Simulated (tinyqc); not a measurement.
Finite-difference solution of the diffusion equation on a small grid: one step, computed by the program tinyqc. Command: `OMP_NUM_THREADS=1 python tinyqc.py 3006186 3006187 out.jsonl fdiff walk`. One thread of a shared host (Intel(R) Xeon(R) Processor @ 2.30GHz), about 0.01 s of CPU time with the checks.

dC/dt = D d2C/dx2 on nodes x_j = j dx, j = 0..8; the far end is sealed.

Task: Amplification factors. The mode of M with eigenvalue mu has its amplitude multiplied per step by g = (1 + (1 - theta) r mu)/(1 - theta r mu), with theta = 0 explicit, 1 implicit, 1/2 Crank-Nicolson; the explicit scheme is stable for r up to 2/|mu_min|.

Boundary at x = 0: surface loss. Scheme: implicit.

operator M:
```
           0          1          2          3          4          5          6          7
0  -2.642857   2.000000   0.000000   0.000000   0.000000   0.000000   0.000000   0.000000
1   1.000000  -2.000000   1.000000   0.000000   0.000000   0.000000   0.000000   0.000000
2   0.000000   1.000000  -2.000000   1.000000   0.000000   0.000000   0.000000   0.000000
3   0.000000   0.000000   1.000000  -2.000000   1.000000   0.000000   0.000000   0.000000
4   0.000000   0.000000   0.000000   1.000000  -2.000000   1.000000   0.000000   0.000000
5   0.000000   0.000000   0.000000   0.000000   1.000000  -2.000000   1.000000   0.000000
6   0.000000   0.000000   0.000000   0.000000   0.000000   1.000000  -2.000000   1.000000
7   0.000000   0.000000   0.000000   0.000000   0.000000   0.000000   1.000000  -2.000000
8   0.000000   0.000000   0.000000   0.000000   0.000000   0.000000   0.000000   2.000000

           8
0   0.000000
1   0.000000
2   0.000000
3   0.000000
4   0.000000
5   0.000000
6   0.000000
7   1.000000
8  -2.000000
```

mesh ratio r = 1.344

Give: eigenvalues mu of M; factors g; largest stable r of the explicit scheme.

Result:

eigenvalues mu of M: -4.103  -3.918  -3.491  -2.843  -2.078  -1.311  -0.660  -0.217  -0.021

factors g: 0.1535  0.1596  0.1757  0.2074  0.2637  0.3620  0.5300  0.7744  0.9730

largest stable r of the explicit scheme = 0.4874

The smallest factor is 0.154: no mode changes sign, and all decay but one with mu = 0 where there is such a mode.
